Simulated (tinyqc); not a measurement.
Binary melting diagram from solution models of liquid and solid: one step, computed by the program tinyqc. Command: `OMP_NUM_THREADS=1 python tinyqc.py 3007101 3007102 out.jsonl melt walk`. One thread of a shared host (Intel(R) Xeon(R) Processor @ 2.30GHz), about 0.01 s of CPU time with the checks.

x is the fraction of B. In a phase with interaction L: mu_A = G_A + R T ln(1 - x) + L x^2, mu_B = G_B + R T ln x + L (1 - x)^2. Melting: G(liquid) - G(solid) = H (1 - T/T_m) for each pure component.

Question. Tie line by Newton steps. Equal potentials: F_A = dG_A + R T ln[(1 - xl)/(1 - xs)] + L_L xl^2 - L_S xs^2 = 0, F_B = dG_B + R T ln(xl/xs) + L_L (1 - xl)^2 - L_S (1 - xs)^2 = 0. Newton steps from the ideal values with the exact Jacobian, halved if x would leave (0, 1); stop below 1e-12, residuals under 1e-7 shown as 0.

Inputs (values chosen for the exercise, modelled on Si-Ge): melting point T_A = 1687 K; melting point T_B = 1211 K; heat of melting H_A = 49.2 kJ/mol; heat of melting H_B = 36.9 kJ/mol; liquid interaction L_L = 5.5 kJ/mol; solid interaction L_S = 3.2 kJ/mol.

Diagram: complete solid solution (lens).

T = 1334.76 K

Constants: R = 8.314462618 J/(mol K).

Give: Iteration; liquidus xl; solidus xs.

Answer.

Iteration:
```
step       xl       xs  F_A (kJ/mol)  F_B (kJ/mol)
1     0.84098  0.59870    2.7428e+00   -3.7624e-01
2     0.89117  0.61112   -6.8746e-01   -3.2952e-03
3     0.88188  0.60423   -3.6300e-02    4.2586e-04
4     0.88134  0.60388   -1.0663e-04    1.0258e-06
5     0.88134  0.60388             0             0
6     0.88134  0.60388             0             0
```

liquidus xl = 0.88134

solidus xs = 0.60388
